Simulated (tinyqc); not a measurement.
Inside a calculation. Method: tight binding, kagome lattice. One step of it, computed by the program tinyqc.

Question. Levels at K. Diagonalise the Hermitian matrix.

H(k) at K (eV), lower triangle (Hermitian):
```
                     A                    B          C
A             0.000000
B  -1.200000-1.351000i             0.000000
C  -1.200000+1.351000i  -1.200000-1.351000i  -0.350000
```

Give: eigenvalues; weights |c|^2 of the basis functions.

Answer.

eigenvalues (eV): -2.5301  -1.2483  3.4284

weights |c|^2 of the basis functions:
```
   band 1  band 2  band 3
A  0.2947  0.3576  0.3477
B  0.2947  0.3576  0.3477
C  0.4106  0.2847  0.3046
```
